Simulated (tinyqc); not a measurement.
Trap density from the barrier height.

Question. In a partly depleted grain with all boundary traps filled, 2 N W = Qt and VB = q N W^2/(2 eps0 eps_r). Find Qt, W and the doping at which VB would equal Vt.

Parameters, values chosen for the exercise: temperature T = 300 K; relative permittivity eps_r = 11.7.

Constants: q = 1.602176634e-19 C, kB = 1.380649e-23 J/K, Vt = kB T/q, eps0 = 8.8541878128e-14 F/cm where lengths are in cm. Results are converted to the units shown.

doping = 6.5e17 cm^-3
barrier height = 0.11896863 V

Answer. Eliminating W gives VB = q Qt^2/(8 eps0 eps_r N), which falls as 1/N.

Qt = 2.000e12 cm^-2
W = 15.38 nm
doping for VB = Vt = 2.991e18 cm^-3

Numbers from tinyqc (`OMP_NUM_THREADS=1 python tinyqc.py 2830216 2830217 out.jsonl`; about 0.01 s on one thread of a shared Intel Xeon 2.30GHz).
